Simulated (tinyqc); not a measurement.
Inside a calculation. Model: stacked nanosheet transistor, parasitic resistance, capacitance and delay.

Program tinyqc, `OMP_NUM_THREADS=1 python tinyqc.py 2170056 2170057 out.jsonl`; Intel Xeon 2.30GHz, shared host, one thread, about 0.1 s. Printed values are rounded.

Ns sheets share one contact on top; each has perimeter p = 2 (Ws + ts) and cross-section A = Ws ts; contact width Wc = Ws + 10 nm, stack height Hs = Ns pv. Sheet 1 is the top one. Contact length Lc = CPP - Lg - 2 Lsp, shared by two neighbouring gates. Source and drain sides are equal. The formulas are first-order estimates, not field solutions.

Values chosen for this exercise; values close to those of silicon logic devices:
- T = 300 K (temperature)
- Ns = 4 (number of sheets)
- Ws = 30 nm (sheet width)
- ts = 4 nm (sheet thickness)
- pv = 12 nm (vertical pitch of the sheets)
- rv = 57 ohm (vertical resistance between sheet levels)
- CPP = 60 nm (contacted gate pitch)
- Lg = 12 nm (gate length)
- Lsp = 5 nm (spacer length)
- ks = 7 (relative permittivity of the spacer)
- Hc = 20 nm (gate height above the channel stack)
- rc = 1.4e-9 ohm cm^2 (contact resistivity)
- re = 0.00029 ohm cm (resistivity of the source-drain epitaxy)
- te = 30 nm (current-carrying depth of the epitaxy)
- rx = 0.00081 ohm cm (resistivity of the extension)
- Lov = 2 nm (gate overlap)
- Cinv = 3.1 uF/cm^2 (inversion capacitance)
- vx = 1.4e7 cm/s (injection velocity)
- mu = 180 cm^2/(V s) (apparent mobility)
- VT = 0.3 V (threshold at zero drain voltage)
- dl = 0.063 V/V (barrier lowering)
- n = 1.23 (subthreshold factor)
- Cw = 0.39 fF (wire load)
- Vdd = 0.6 V (supply voltage)

Constants: q = 1.602176634e-19 C, kB = 1.380649e-23 J/K, eps0 = 8.8541878128e-12 F/m, Vt = kB T/q. Results are converted to the units shown.

## Geometry and resistances

Epitaxy sheet resistance Rsh = re/te, transfer length LT = sqrt(rc/Rsh), contact Rc = [sqrt(rc Rsh)/Wc] coth(Lc/(2 LT)); extension of one sheet Rx = rx Lsp/A. Effective width N p; for equal currents and rv = 0 one side has Rc + Rx/N.

Lc = 38 nm
effective width = 272 nm
Rsh = 96.66667 ohm
LT = 38.05622 nm
Rc = 199.2676 ohm
Rx = 337.5 ohm
one side times effective width = 77.15080 ohm um

Lc/2 is 0.50 transfer lengths, and Rc is 8.2 % above the area limit rc/(Wc Lc/2). The contact makes up 70.3 % of one side.

## Capacitances

With N sheets: gate Cg = Cinv p N Lg; per side, plate Cp = ks eps0 [Wc (Hs + Hc) - N A]/Lsp, top fringe Cf = (2/pi) ks eps0 Wc ln(1 + Lg/(2 Lsp)), overlap Co = Cinv p N Lov. Cs = Cp + Cf + Co. An inverter of two such devices driving an equal one has the load CL = 2 (Cg + 2 Cs) + 4 Cs + Cw (its own drains counted twice for the Miller effect).

Cg = 101.1840 aF
Cp = 27.76673 aF
Cf = 1.244415 aF
Co = 16.86400 aF
CL = 959.3692 aF

The channel capacitance gives 21.1 % of CL, the parasitic parts 38.3 % and the wire 40.7 %.

## Iteration 1: sheet currents at Vgs = Vdd, Vds = Vdd/2

I at the start (uA): sheet 1 0, sheet 2 0, sheet 3 0, sheet 4 0

One sheet: I = p Q vx u/(1 + |u|^1.8)^(1/1.8), Q = Cinv n Vt ln(1 + exp((Vg' - VT + dl Vd')/(n Vt))), u = Vd' mu/(vx Lg), Vg' = Vgs - v, Vd' = Vds - 2 v, with the drop on each side v_j = Rc sum I + rv (sum over levels k = 2..j of the current of sheets k..Ns) + Rx I_j. I(new) = I + 0.5 (I(out) - I).

drop v (mV): sheet 1 0, sheet 2 0, sheet 3 0, sheet 4 0
I(out) (uA): sheet 1 88.27293, sheet 2 88.27293, sheet 3 88.27293, sheet 4 88.27293
I after iteration 1 (uA): sheet 1 44.13647, sheet 2 44.13647, sheet 3 44.13647, sheet 4 44.13647

## Iteration 2: sheet currents at Vgs = Vdd, Vds = Vdd/2

As before.

drop v (mV): sheet 1 50.07594, sheet 2 57.62327, sheet 3 62.65483, sheet 4 65.17061
I(out) (uA): sheet 1 68.32175, sheet 2 65.00749, sheet 3 62.72598, sheet 4 61.56054
I after iteration 2 (uA): sheet 1 56.22911, sheet 2 54.57198, sheet 3 53.43122, sheet 4 52.84851

## Course of the iteration: sheet currents at Vgs = Vdd, Vds = Vdd/2

Stop when the largest change of I is below 1e-6 uA, or after 80 iterations.

Course of the iteration:

| iteration | total I (uA) | largest \|change\| of one entry (uA) |
|---|---|---|
| 1 | 176.5459 | 44.1 |
| 2 | 217.0808 | 12.1 |
| 3 | 224.7742 | 3.34 |
| 4 | 226.2071 | 1.06 |
| 5 | 226.5120 | 0.379 |
| 6 | 226.5917 | 0.145 |
| 7 | 226.6169 | 0.0574 |
| 8 | 226.6259 | 0.0230 |
| 9 | 226.6294 | 9.25e-3 |
| ... | ... | ... |
| 12 | 226.6315 | 6.10e-4 |
| 13 | 226.6316 | 2.46e-4 |
| 14 | 226.6316 | 9.97e-5 |
| 15 | 226.6316 | 4.04e-5 |
| 16 | 226.6316 | 1.63e-5 |
| 17 | 226.6316 | 6.62e-6 |
| 18 | 226.6316 | 2.68e-6 |
| 19 | 226.6316 | 1.09e-6 |
| 20 | 226.6316 | 4.41e-7 |

Converged in 20 iterations. At the end each change is about 0.41 times the one before: linear convergence. The bottom sheet carries 87.1 % of the current of the top one.

## Effective current, delay and energy

IH = I(Vdd, Vdd/2) = 226.6316 uA
IL = I(Vdd/2, Vdd), solved likewise = 40.77317 uA

Ieff = (IH + IL)/2, delay CL Vdd/(2 Ieff), energy CL Vdd^2, with CL the load of an inverter that drives an equal one.

Ieff = 133.7024 uA
delay = 2.152622 ps
energy = 345.3729 aJ

Without any series resistance Ieff would be 203 uA, so the resistances cost 34.2 %.
